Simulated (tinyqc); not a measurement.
Precursor delivery by bubblers, mass-transport growth and the solid composition of a III-V alloy: one step, computed by the program tinyqc. Command: `OMP_NUM_THREADS=1 python tinyqc.py 3014660 3014661 out.jsonl movpe_thermo walk`. One thread of a shared host (Intel(R) Xeon(R) Processor @ 2.30GHz), about 0.01 s of CPU time with the checks.

1 sccm = 44.615 micromol/min; 1 torr = 133.322 Pa. The sources decompose fully at the surface.

Question. Bubblers. log10 p_v = a - b/T_bath; molar flow = F x 44.615 x p_v/(p_b - p_v) for a saturated bubbler.

Inputs (values chosen for the exercise, modelled on triethylgallium (source 1) and trimethylindium (source 2) for the vapour pressures):
```
quantity,value,unit
bath temperature T1,284,K
bath temperature T2,304,K
bubbler pressure p_b,1000,torr
carrier flow F1,15,sccm
carrier flow F2,31,sccm
```

constants a, b of source 1 (log10 torr, K): [8.098, 2162]

constants a, b of source 2 (log10 torr, K): [10.49, 3014]

Give: vapour pressure 1; molar flow 1; vapour pressure 2; molar flow 2.

Answer.

vapour pressure 1 = 3.057 torr

molar flow 1 = 2.052 micromol/min

vapour pressure 2 = 3.763 torr

molar flow 2 = 5.224 micromol/min

One kelvin of bath error changes flow 1 by 6.2 % and flow 2 by 7.5 %.
